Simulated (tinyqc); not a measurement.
Rectangular fin or nanosheet with a gate all round, subbands and threshold shift from confinement: two steps of the calculation.

Undoped body with a flat potential across it, hard walls, transport along x. Three valley pairs (g = 2 each) with the longitudinal mass along x, y or z. Non-parabolicity enters the subband edges through E (1 + al E) = gamma, so E = 2 gamma/(1 + sqrt(1 + 4 al gamma)); motion within a subband is taken as parabolic with the band-edge mass. Energies are counted from the bulk band edge.

Inputs (values chosen for the exercise); masses close to those of silicon: temperature T = 77 K; longitudinal mass ml = 0.922 m0; transverse mass mt = 0.192 m0; non-parabolicity al = 0 1/eV; width (along y) t = 9.7 nm; widening of the box by penetration into the insulator dl = 0.3 nm; height (along z) H = 38.8 nm.

Constants: q = 1.602176634e-19 C, kB = 1.380649e-23 J/K, hbar = 1.054571817e-34 J s, m0 = 9.1093837015e-31 kg, Vt = kB T/q, hbar^2/(2 m0) = 0.0380998212 eV nm^2. Results are converted to the units shown.

Problem 1. Lowest subbands. gamma = C pi^2 [a^2/(my (t + dl)^2) + b^2/(mz (H + dl)^2)], C = hbar^2/(2 m0). List the 6 lowest, labelled by valley axis and quantum numbers, with degeneracy g and N_k: N_k = g sqrt(2 mx m0 kB T/(pi hbar^2)).

Wanted: E_k; g; N_k.

Solution 1.

| subband | E_k (eV) | g | N_k (cm^-1) |
|---|---|---|---|
| y1,1 | 0.0053595 | 2 | 2.0634e6 |
| y1,2 | 0.0092026 | 2 | 2.0634e6 |
| y1,3 | 0.015608 | 2 | 2.0634e6 |
| y2,1 | 0.017595 | 2 | 2.0634e6 |
| z1,1 | 0.019852 | 2 | 2.0634e6 |
| z1,2 | 0.020652 | 2 | 2.0634e6 |

Problem 2. Threshold shift. Each subband has N_k = g sqrt(2 mx m0 kB T/(pi hbar^2)); without degeneracy n = exp(EF/Vt) sum N_k exp(-E_k/Vt). Classical value Nc times t H, Nc = sum over valleys of 2 g (m m0 kB T/(2 pi hbar^2))^1.5 with m = (mx my mz)^(1/3). Threshold shift dVT = Vt ln(classical value/sum N_k exp(-E_k/Vt)). Use the subbands listed.

| subband | E_k (eV) | N_k (cm^-1) |
|---|---|---|
| y1,1 | 0.0053594737 | 2.0633648e6 |
| y1,2 | 0.0092026402 | 2.0633648e6 |
| y1,3 | 0.015607918 | 2.0633648e6 |
| y2,1 | 0.017594728 | 2.0633648e6 |
| z1,1 | 0.019851675 | 2.0633648e6 |
| z1,2 | 0.020651987 | 2.0633648e6 |

Wanted: shares; sum N_k exp(-E_k/Vt); Nc; classical value; dVT.

Solution 2.

| subband | shares (%) |
|---|---|
| y1,1 | 46.635 |
| y1,2 | 26.132 |
| y1,3 | 9.953 |
| y2,1 | 7.377 |
| z1,1 | 5.250 |
| z1,2 | 4.654 |

sum N_k exp(-E_k/Vt) = 1.9728e6 cm^-1
Nc = 3.6095e18 cm^-3
classical value = 1.3585e7 cm^-1
dVT = 12.803 mV

tinyqc, about 0.3 s, one thread, Intel Xeon 2.30GHz (shared host): `OMP_NUM_THREADS=1 python tinyqc.py 2350132 2350133 out.jsonl`
